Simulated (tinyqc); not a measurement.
Heated strip on a layer stack, thermal resistances with spreading: two steps of the calculation.

A long strip of width ws dissipates Pw per length on three layers over a heat sink. Heat is taken to spread at 45 degrees, so the width of the flow grows by twice the depth: w1 = ws + 2 t1, w2 = w1 + 2 t2, w3 = w2 + 2 t3 at the bottoms of the layers. This is a rule of thumb, not a solution of the heat equation.

Parameters, values chosen for the exercise; conductivities close to those of gallium nitride (layer 1), silicon (layer 2) and solder (layer 3):
- T0 = 293 K (heat-sink temperature)
- ws = 12 um (width of the heated strip)
- Pw = 1.8 W/mm (power per length of the strip)
- t1 = 0.95 um (thickness of layer 1)
- k1 = 172 W/(m K) (conductivity of layer 1)
- Rb = 5.2 m^2 K/GW (boundary resistance between layers 1 and 2)
- t2 = 200 um (thickness of layer 2)
- k2 = 137 W/(m K) (conductivity of layer 2 at 300 K)
- p = 1.1 (exponent in k2(T) = k2 (300 K/T)^p)
- t3 = 20 um (thickness of layer 3)
- k3 = 58.4 W/(m K) (conductivity of layer 3)

Question 1. Thermal resistances. Resistances times length: layer i, ln(w_i/w_(i-1))/(2 k_i) with w0 = ws; boundary, Rb/w1.

Give: resistance times length.

Answer 1.

resistance times length (K mm/W): layer 1 0.4273, boundary 0.3741, layer 2 12.39, layer 3 0.7898

The largest part, 88.6 % of the sum, is layer 2.

Question 2. Temperatures. From the sink upward: Ta = T0 + Pw R3; across layer 2 the Kirchhoff transform gives Tb^(1-p) = Ta^(1-p) + (1 - p)(300 K)^(-p) Pw R2; Tc = Tb + Pw Rboundary; Tj = Tc + Pw R1. With constant k2, Tj would be T0 + Pw times the sum of the resistances.

resistance times length (K mm/W): layer 1 0.42727381, boundary 0.37410072, layer 2 12.385896, layer 3 0.78983314

Find: temperatures; Tj with constant k2.

Answer 2.

temperatures (K): Ta 294.42, Tb 317.18, Tc 317.85, Tj 318.62
Tj with constant k2 = 318.16 K

The rise Tj - T0 is 25.6 K, 1.8 % above the value for constant k2.

tinyqc, about 0.01 s, one thread, Intel Xeon 2.30GHz (shared host): `OMP_NUM_THREADS=1 python tinyqc.py 2520130 2520131 out.jsonl`
